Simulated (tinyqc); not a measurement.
From results back to parameters: direct gap of a germanium-like layer under biaxial tension. Four cases, with inputs chosen for the exercise.

Problem. A (001) layer under biaxial tension e_par has ezz = -2 (C12/C11) e_par, Ec = Eg + ac tr(e), E(HH) = -P - Q and E(LH) = -P + (Q - Dso + sqrt(Dso^2 + 2 Dso Q + 9 Q^2))/2 with P = -av tr(e), Q = -b (e_par - ezz). The transition from the light-hole edge is given.

Find: e_par; Ec - E(HH).

Method. Ec - E(LH) falls steadily with tension, so bisection between 0 and 4 % gives the only root; then Ec - E(HH) = Eg + (ac - av) tr(e) + Q.

Case 1.

Values chosen (near those of Ge, gaps at low temperature; not measured data):
- Eg = 0.901 eV (gap at Gamma to the s-like level)
- Dso = 0.289 eV (spin-orbit splitting)
- ac = -8.28 eV (conduction deformation potential)
- av = 1.23 eV (valence hydrostatic potential)
- b = -2.58 eV (tetragonal shear potential)
- C11 = 129.7 GPa
- C12 = 48.8 GPa

Ec - E(LH) = 0.676705 eV

Solution.

e_par = 1.260 %
Ec - E(HH) = 0.8085 eV

Case 2.

Values chosen (near those of Ge, gaps at low temperature; not measured data):
- Eg = 0.886 eV (gap at Gamma to the s-like level)
- Dso = 0.29 eV (spin-orbit splitting)
- ac = -8.31 eV (conduction deformation potential)
- av = 1.25 eV (valence hydrostatic potential)
- b = -2.56 eV (tetragonal shear potential)
- C11 = 127.7 GPa
- C12 = 47.5 GPa

Ec - E(LH) = 0.621090 eV

Solution.

e_par = 1.470 %
Ec - E(HH) = 0.7751 eV

Case 3.

Values chosen (near those of Ge, gaps at low temperature; not measured data):
- Eg = 0.906 eV (gap at Gamma to the s-like level)
- Dso = 0.286 eV (spin-orbit splitting)
- ac = -8.08 eV (conduction deformation potential)
- av = 1.24 eV (valence hydrostatic potential)
- b = -2.59 eV (tetragonal shear potential)
- C11 = 127.1 GPa
- C12 = 49.2 GPa

Ec - E(LH) = 0.876700 eV

Solution.

e_par = 0.180 %
Ec - E(HH) = 0.8937 eV

Case 4.

Values chosen (near those of Ge, gaps at low temperature; not measured data):
- Eg = 0.9 eV (gap at Gamma to the s-like level)
- Dso = 0.292 eV (spin-orbit splitting)
- ac = -8.35 eV (conduction deformation potential)
- av = 1.26 eV (valence hydrostatic potential)
- b = -2.56 eV (tetragonal shear potential)
- C11 = 130.2 GPa
- C12 = 48.4 GPa

Ec - E(LH) = 0.844015 eV

Solution.

e_par = 0.330 %
Ec - E(HH) = 0.8749 eV

Computed by tinyqc, one run a case: `OMP_NUM_THREADS=1 python tinyqc.py N N+1 out.jsonl` with N = 1050451, 1050460, 1050469, 1050519; one thread of a shared Intel(R) Xeon(R) Processor @ 2.30GHz, about 0.01 s a run at most.
